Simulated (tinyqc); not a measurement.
Inside a calculation. Model: solid solubility of a dopant against its melt (retrograde solidus), clustering and the electrically active fraction. Computed by tinyqc, a small Python program that keeps every step. Command: `OMP_NUM_THREADS=1 python tinyqc.py 3026504 3026505 out.jsonl retro walk`. One thread of a shared host (Intel(R) Xeon(R) Processor @ 2.30GHz), about 0.01 s of CPU time with the checks. Intermediate numbers are printed to about 7 digits and carried at full precision; extremes and crossings named in words are read from the listed rows.

Inputs (values chosen for the exercise, of the order of those of tin in silicon for the solubility):
```
quantity                                      value        unit
melting point of the host T_m                  1687           K
heat of melting of the host H_f                50.2      kJ/mol
interaction L of the melt                       7.7      kJ/mol
enthalpy of transfer from melt to solid H     0.394          eV
entropy of transfer S                         -1.97         k_B
site density N0                               5e+22      1/cm^3
temperature T                                  1380           K
total dopant density N_t                    2.6e+20      1/cm^3
atoms per cluster m                               4           -
cluster scale N* at 1273 K                  4.4e+20      1/cm^3
activation energy E_b of the cluster scale     0.41          eV
anneal temperature T_a                         1050           K
mobility mu                                      85  cm^2/(V s)
```

Clustering: clusters of m atoms, electrons left out.

Constants: R = 8.314462618 J/(mol K); k_B = 8.617333262e-05 eV/K; e = 1.602176634e-19 C; N_A = 6.02214076e+23 1/mol.

## Liquidus and solidus at T

x_l and x_s are atom fractions of the dopant in melt and solid; the solid is dilute. Liquidus of the host: R T ln(1 - x_l) + L x_l^2 = -H_f (1 - T/T_m). Distribution: k = x_s/x_l = exp[L (1 - x_l)^2/(R T)] exp(S/k_B - H/(k_B T)), the first factor being the activity coefficient in the melt. Solubility = x_s N0; at T_m x_l = 0.

x_l = 0.6646798

distribution coefficient k = 0.005474154

x_s = 0.003638560

solubility = 1.819280e+20 1/cm^3

k at the melting point = 0.01606227

k has changed by a factor 0.34 from its value at T_m, while x_l has grown from 0 to 0.665.

## The retrograde maximum

The largest x_s N0 between 900 K and T_m. For an ideal melt with constant heats the maximum has x_l = H_f/(H + H_f), H in the same units.

temperature of the maximum = 1422.565 K

largest solubility = 1.845172e+20 1/cm^3

x_l there = 0.5901747

ideal-melt value H_f/(H + H_f) = 0.5690628

The maximum lies 264 K below T_m: above it the melt runs out of dopant, below it k falls as exp(-H/(k_B T)).

## The solidus

The formulas are those given above.

Against temperature:
```
T (K)        x_l           k  solubility (1/cm^3)  over the maximum
1000   0.9638115  0.00144309         6.954343e+19         0.3768940
1100   0.9283075  0.00219362         1.018179e+20         0.5518071
1200   0.8694265  0.00312916         1.360285e+20         0.7372132
1300   0.7754912  0.00429135         1.663951e+20         0.9017863
1400   0.6310570  0.00582381         1.837578e+20         0.9958843
1500   0.4285374  0.00809510         1.734526e+20         0.9400347
1580   0.2416387  0.01081642         1.306833e+20         0.7082442
1640   0.1028584  0.01352232         6.954419e+19         0.3768981
1675   0.0256693  0.01537848         1.973771e+19         0.1069695
```

Between the first rows the Arrhenius energy of the solubility is 0.36 eV, against H = 0.394 eV; it shrinks to zero at 1423 K and turns negative beyond. A crystal saturated at the maximum precipitates dopant-rich liquid on cooling and on heating alike. Below a eutectic or compound temperature another phase would set the limit.

## Active fraction after the anneal

A highly soluble donor (another dopant than that of the solidus) is limited by clustering. Donors N_a are active, and clusters hold m atoms each: N_t = N_a + m C, m C = N* (N_a/N*)^m, with N*(T) = N*(1273 K) exp[-(E_b/k_B)(1/T - 1/1273)]. Resistivity = 1/(e mu N_a).

N*(T_a) = 1.989390e+20 1/cm^3

active density N_a = 1.652615e+20 1/cm^3

active fraction = 0.6356211

resistivity = 0.4443232 milliohm cm

Doubling the dose would raise N_a by only 33 %. Caution: this clustering law is a generic form; degeneracy and a doping-dependent mobility are left out.

## Active against total

A highly soluble donor (another dopant than that of the solidus) is limited by clustering. Donors N_a are active, and clusters hold m atoms each: N_t = N_a + m C, m C = N* (N_a/N*)^m, with N*(T) = N*(1273 K) exp[-(E_b/k_B)(1/T - 1/1273)].

Active density (1/cm^3):
```
N_t (1/cm^3)    N_a at T_a   fraction  N_a at T_a + 150 K  N_a at T_a - 150 K
1.00e+19      9.998731e+18  0.9998731        9.999768e+18        9.987819e+18
3.00e+19      2.989851e+19  0.9966169        2.998124e+19        2.911986e+19
1.00e+20      9.120969e+19  0.9120969        9.786959e+19        7.022724e+19
2.00e+20      1.445495e+20  0.7227473        1.771378e+20        9.600681e+19
5.00e+20      2.172210e+20  0.4344420        3.033557e+20        1.317043e+20
1.00e+21      2.748796e+20  0.2748796        4.007977e+20        1.617677e+20
2.00e+21      3.382082e+20  0.1691041        5.038226e+20        1.959358e+20
5.00e+21      4.354022e+20  0.0870804        6.576037e+20        2.495936e+20
```

The exponent d ln N_a/d ln N_t falls from 1.00 to 0.28, towards 1/m = 0.250. At the highest dose a 150 K hotter anneal gives 1.51 times the active density, and a later step 150 K cooler would cut it to 0.57 if it ran to equilibrium: short hot anneals come last. For ionised donors far above n_i the electrons enter the mass action too and halve the limiting exponent.

Checks made by the program: the ideal-melt maximum (relative difference 6e-10).
